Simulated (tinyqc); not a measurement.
# Changing the heating rate beta

Model: admittance spectroscopy and thermally stimulated current of one trap level in a depletion layer. Computed by tinyqc, a small Python program. Command: `OMP_NUM_THREADS=1 python tinyqc.py 3111948 3111949 out.jsonl admit sweep`. One thread of a shared host (Intel(R) Xeon(R) Processor @ 2.30GHz), about 0.01 s of CPU time with the checks.

A Schottky junction on n-type material holds one donor-like electron trap; shallow donors are fully ionised and abrupt depletion edges are assumed.

Inputs (values chosen for the exercise, modelled on n-type germanium): density-of-states mass m = 0.559 m_0; trap depth E_t below the band = 0.161 eV; capture cross section sigma = 1.7e-15 cm^2.

Constants: k_B = 1.380649e-23 J/K; m_0 = 9.1093837015e-31 kg; h = 6.62607015e-34 J s; k_B = 8.617333262e-05 eV/K.

Method:
- N_c = 2 (2 pi m k_B T/h^2)^(3/2), v_th = sqrt(3 k_B T/m), emission rate e_n = sigma v_th N_c exp(-E_t/(k_B T)).
- Thermally stimulated current without retrapping: filled share n(T) = exp(-(1/beta) int e_n dT), current proportional to e_n n; the peak obeys beta (E_t/(k_B T^2) + 2/T) = e_n(T). The integral starts at 0.5 T_m and uses 4000 trapezoid steps to 1.2 T_m.
- Chen's first-order estimate from the full width W = T_2 - T_1 between the half-height points: E = 2.52 k_B T_m^2/W - 2 k_B T_m.

One run for each value; columns: (1) heating rate beta (K/s); (2) peak temperature T_m (K); (3) E_t/(k_B T_m); (4) symmetry factor (T_2 - T_m)/(T_2 - T_1); (5) depth by Chen's formula (eV):
```
(1)      (2)    (3)     (4)     (5)
0.01   65.19  28.66  0.4176  0.1738
0.027  67.24  27.79  0.4180  0.1740
0.072  69.38  26.93  0.4184  0.1742
0.19   71.62  26.08  0.4189  0.1745
0.52   74.10  25.21  0.4193  0.1748
1.4    76.71  24.36  0.4198  0.1751
3.7    79.43  23.52  0.4204  0.1754
10     82.41  22.67  0.4209  0.1757
```

What does the table show, and why?

Over the rows, peak temperature T_m (K) rises from 65.2 to 82.4 (exponent d ln y / d ln x 0.031 between the first rows and 0.037 between the last); E_t/(k_B T_m) falls from 28.7 to 22.7 (exponent d ln y / d ln x -0.031 between the first rows and -0.037 between the last); symmetry factor (T_2 - T_m)/(T_2 - T_1) rises from 0.4176 to 0.4209 (exponent d ln y / d ln x 9.7e-4 between the first rows and 0.0013 between the last). A line of ln(T_m^4/beta) against 1/(k_B T_m) has the slope 0.161 eV, against E_t = 0.161 eV.

Extremes, crossings and ranges named in words are read from the listed rows.
